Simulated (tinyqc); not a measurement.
# Current crowding under a contact, resistor ladder against the transmission-line model, step by step

Numbers from tinyqc (`OMP_NUM_THREADS=1 python tinyqc.py 2760091 2760092 out.jsonl`; about 0.01 s on one thread of a shared Intel Xeon 2.30GHz). Printed values are rounded.

A metal contact of length d and width W on a thin layer of the same width. The metal has no resistance, the sheet resistance under it equals Rsh, and current enters the layer at the front edge x = 0.

Parameters, values chosen for the exercise:
```
symbol,value,unit,meaning
Rsh,1900,ohm/sq,sheet resistance of the semiconductor layer
rc,1.4e-6,ohm cm^2,specific contact resistivity
d,0.35,um,contact length
W,23,um,contact width
n,6,,cells
I,2,mA,current
```

## Conductances of the ladder

Cut the contact into n cells of length hc = d/n. Neighbouring cell centres are joined by a = W/(Rsh hc), each centre joins the metal (0 V) by g = W hc/rc, and I enters cell 1 through half a cell: -a v_(i-1) + b_i v_i - a v_(i+1) = I for i = 1 and 0 otherwise, b_i = g + 2 a (g + a at both ends). Rc = v_1/I + 1/(2 a).

a = 0.207519 S
g = 0.00958333 S

```
cell,b_i (S)
1,0.217102
2,0.424621
3,0.424621
4,0.424621
5,0.424621
6,0.217102
```

## Voltages and the share of the current

Cut the contact into n cells of length hc = d/n. Neighbouring cell centres are joined by a = W/(Rsh hc), each centre joins the metal (0 V) by g = W hc/rc, and I enters cell 1 through half a cell: -a v_(i-1) + b_i v_i - a v_(i+1) = I for i = 1 and 0 otherwise, b_i = g + 2 a (g + a at both ends). Rc = v_1/I + 1/(2 a). Cell i passes g v_i to the metal.

```
cell,v_i (mV),share of the current (%)
1,47.7331,22.8721
2,40.2997,19.3103
3,34.7275,16.6402
4,30.7589,14.7387
5,28.2109,13.5177
6,26.9656,12.9210
```

Rc of the ladder = 26.2760 ohm

The first cell passes 22.9 % of the current and the last 12.9 %; an even spread would give 16.7 % each.

## The transmission-line result

Transfer length Lt = sqrt(rc/Rsh); front resistance Rc = (Rsh Lt/W) coth(d/Lt); end resistance Re = (Rsh Lt/W)/sinh(d/Lt). v(x) = I (Rsh Lt/W) cosh((d - x)/Lt)/sinh(d/Lt) at the cell centres x = (i - 1/2) d/n.

Lt = 0.271448 um
Rc = 26.1059 ohm
Re = 13.3671 ohm

```
cell,v(x) (mV)
1,47.6853
2,40.2397
3,34.6595
4,30.6861
5,28.1353
6,26.8888
```

The ladder's Rc is 0.65 % above this value, with cells 0.21 Lt long.
